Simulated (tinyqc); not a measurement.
Free and nearly free electrons in a metal: one step. The sphere against the zone faces.

Values chosen for the exercise (out of a larger set: near those of Cu, whose d bands this model ignores; not measured data): a = 3.651 angstrom (fcc lattice constant).

kF = 1.345081 1/angstrom

Question. Take G = (hkl) 2 pi/a for (111), (200) and (220), with the number of equivalent faces. The Bragg plane of G lies at |G|/2 with |G| = (2 pi/a) sqrt(h^2 + k^2 + l^2). Where kF exceeds it, the sphere cuts the plane in a circle of radius sqrt(kF^2 - G^2/4).

Give: Distance and circle for each G.

Answer.

Distance and circle for each G:
```
G      faces  |G|/2 (1/angstrom)  kF/(|G|/2)  circle radius
(111)      8              1.4904      0.9025              -
(200)      6              1.7209      0.7816              -
(220)     12              2.4338      0.5527              -
```

The sphere stays inside the first zone; it reaches 0.903 of the way to the nearest faces.

Computed by tinyqc, a small Python program: `OMP_NUM_THREADS=1 python tinyqc.py 1651401 1651402 out.jsonl` (the numbers bound the seed that draws the inputs); one thread of a shared host (Intel(R) Xeon(R) Processor @ 2.30GHz), about 0.01 s for the whole set of steps.
